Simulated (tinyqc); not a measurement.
Dopant redistribution at a moving silicon-oxide interface during parabolic oxidation: one step, computed by the program tinyqc.

Uniformly doped silicon is oxidised with x_ox = sqrt(B t); the interface advances into the silicon by alpha x_ox, alpha = 0.44. The dopant does not move in the oxide, and at the interface C(silicon) = m C(oxide).

Problem. Profile below the interface. With the dopant diffusivity D and s = alpha x_ox/(2 sqrt(D t)), in the silicon C = C_B + (C_s - C_B) erfc(y/(2 sqrt(D t)))/erfc(s), y from the original surface. Dopant balance at the interface gives C_s/C_B = 1/[1 + (1/(m alpha) - 1) g], g = sqrt(pi) s exp(s^2) erfc(s). Depths z are counted from the present interface: y/(2 sqrt(D t)) = s + z/(2 sqrt(D t)); take z/(2 sqrt(D t)) = 0, 0.05, 0.1, 0.2, 0.3, 0.5, 0.75, 1, 1.5.

Inputs (values chosen for the exercise, modelled on arsenic in silicon under dry oxygen): oxidation activation energy E_B = 1.23 eV; temperature T = 975 C.

diffusion length 2 sqrt(D t) = 0.03101200 um

ratio C_s/C_B = 3.067500

s = 1.259906

Give: Profile.

Solution.

Profile:
```
z/(2 sqrt(D t))   z (um)  C/C_B
0.00             0.00000  3.067
0.05             0.00155  2.768
0.10             0.00310  2.505
0.20             0.00620  2.077
0.30             0.00930  1.757
0.50             0.01551  1.354
0.75             0.02326  1.124
1.00             0.03101  1.039
1.50             0.04652  1.003
```

Caution: in this case the oxide is not much thicker than a typical Deal-Grove length A, so real growth is slower than parabolic. Caution: parabolic growth needs an oxide much thicker than the Deal-Grove length A, which fails for thin films and low temperatures; oxidation-enhanced or retarded diffusion is ignored.
